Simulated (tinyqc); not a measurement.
Berg model of reactive sputtering of a nitride or oxide: poisoning, hysteresis and pumping speed: one step, computed by the program tinyqc. Command: `OMP_NUM_THREADS=1 python tinyqc.py 3017317 3017318 out.jsonl berg walk`. One thread of a shared host (Intel(R) Xeon(R) Processor @ 2.30GHz), about 0.07 s of CPU time with the checks.

A diatomic gas reacts with bare metal on the target and on the collecting surfaces; ions remove metal and compound from the target. theta_t and theta_c are the compound fractions.

Task: Steady state at the pressure P. Ion flux j = J/e; gas flux F = P/sqrt(2 pi M k_B T). Target: (2/z) alpha F (1 - theta_t) = j Y_c theta_t. Sputtered flows F_c = j Y_c theta_t A_t, F_m = j Y_m (1 - theta_t) A_t. Collector: (2/z) alpha F (1 - theta_c) A_c + F_c (1 - theta_c) = F_m theta_c. Gas use Q = alpha F [(1 - theta_t) A_t + (1 - theta_c) A_c] + P S/(k_B T); 1 sccm = 4.4780e17 molecules/s. Rate R = F_m + F_c, given relative to j Y_m A_t.

Inputs (values chosen for the exercise, close to those used for aluminium nitride): ion current density J = 7.2 mA/cm^2; target area A_t = 250 cm^2; collecting area A_c = 3300 cm^2; metal yield Y_m = 0.85; compound yield Y_c = 0.12; sticking coefficient alpha = 0.14; reactive atoms per metal atom z = 1; gas mass M = 28 u; pumping speed S = 47 l/s; gas temperature T = 300 K; reactive partial pressure P = 0.028 Pa.

Constants: e = 1.602176634e-19 C; u = 1.6605390666e-27 kg; k_B = 1.380649e-23 J/K.

Give: ion flux j; gas flux F; theta_t; theta_c; gas use; total flow Q; rate relative to clean metal.

Result:

ion flux j = 4.494e+16 1/(cm^2 s)

gas flux F = 8.049e+16 1/(cm^2 s)

theta_t = 0.8069

theta_c = 0.9762

gas use (sccm): target 1.215, collector 1.981, pump 0.710

total flow Q = 3.905 sccm

rate relative to clean metal = 0.3070

The target is poisoned. The film is 97.6 % compound. Caution: here dQ/dP is negative, a branch that flow control cannot hold.
